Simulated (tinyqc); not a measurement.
# Front-illuminated p-i-n photodiode, quantum efficiency and bandwidth, step by step

Program tinyqc, `OMP_NUM_THREADS=1 python tinyqc.py 2250041 2250042 out.jsonl`; Intel Xeon 2.30GHz, shared host, one thread, about 0.01 s. Printed values are rounded.

Light enters through a p layer (0 to xp), a depleted layer (xp to xp + wi) and a thick n substrate, decaying as exp(-al x); one pass, no back reflection. Carriers made in the depleted layer are all collected; those in the neutral layers diffuse.

Inputs (values chosen for the exercise); values close to those of silicon at this wavelength:
- lam = 650 nm (wavelength)
- al = 3320 1/cm (absorption coefficient)
- Rf = 0.02 (reflectance of the front face)
- eps_r = 11.6 (relative permittivity)
- xp = 0.25 um (thickness of the front p layer)
- wi = 1.4 um (thickness of the depleted layer)
- Dn = 12 cm^2/s (electron diffusion coefficient in the p layer)
- Ln = 7.5 um (electron diffusion length in the p layer)
- S = 2e6 cm/s (recombination velocity of the front surface)
- Lp = 54 um (hole diffusion length in the thick n substrate)
- ve = 1.02e7 cm/s (electron drift velocity)
- vh = 6.67e6 cm/s (hole drift velocity)
- dia = 56 um (diameter)
- RL = 50 ohm (load resistance)
- Cp = 70 fF (parasitic capacitance)
- f = 11 GHz (modulation frequency)

Constants: q = 1.602176634e-19 C, h = 6.62607015e-34 J s, c = 299792458 m/s, eps0 = 8.8541878128e-14 F/cm where lengths are in cm. Results are converted to the units shown.

## Quantum efficiency

k = al Ln, s = S Ln/Dn, e = exp(-al xp); front layer f1 = (k/(k^2 - 1)) {[s + k - e (s cosh(xp/Ln) + sinh(xp/Ln))]/[s sinh(xp/Ln) + cosh(xp/Ln)] - k e}; depleted layer f2 = e (1 - exp(-al wi)); substrate f3 = e exp(-al wi) al Lp/(1 + al Lp); external efficiency (1 - Rf)(f1 + f2 + f3); responsivity = efficiency q lam/(h c).

s = 125
f1 = 0.0470818
f2 = 0.342131
f3 = 0.547672
external efficiency = 0.918147
responsivity = 0.481348 A/W

The front layer absorbs 7.96 % of the light that enters and collects 59.1 % of that. Diffusion from the neutral layers makes up 63.5 % of the current.

## Response at one frequency

Drift response for pairs made in the depleted layer, a = al wi, g = 1 - exp(-a), u = 2 pi i f, te = wi/ve, th = wi/vh: electrons He = [g - a (exp(-a) - exp(-u te))/(u te - a)]/(u te g), holes Hh = [g - a (1 - exp(-a - u th))/(a + u th)]/(u th g); C = eps0 eps_r pi (dia/2)^2/wi + Cp; total |He + Hh|/sqrt(1 + (2 pi f RL C)^2), for the current of the depleted layer alone.

te = 13.7255 ps
th = 20.9895 ps
He = 0.497050-0.168624i
Hh = 0.390575-0.193610i
|He + Hh| = 0.958693
C = 250.694 fF
total response = 0.724592

The drift response alone falls to 1/sqrt(2) at 31.8 GHz and the RC term alone at 12.7 GHz; together they give 11.5 GHz.
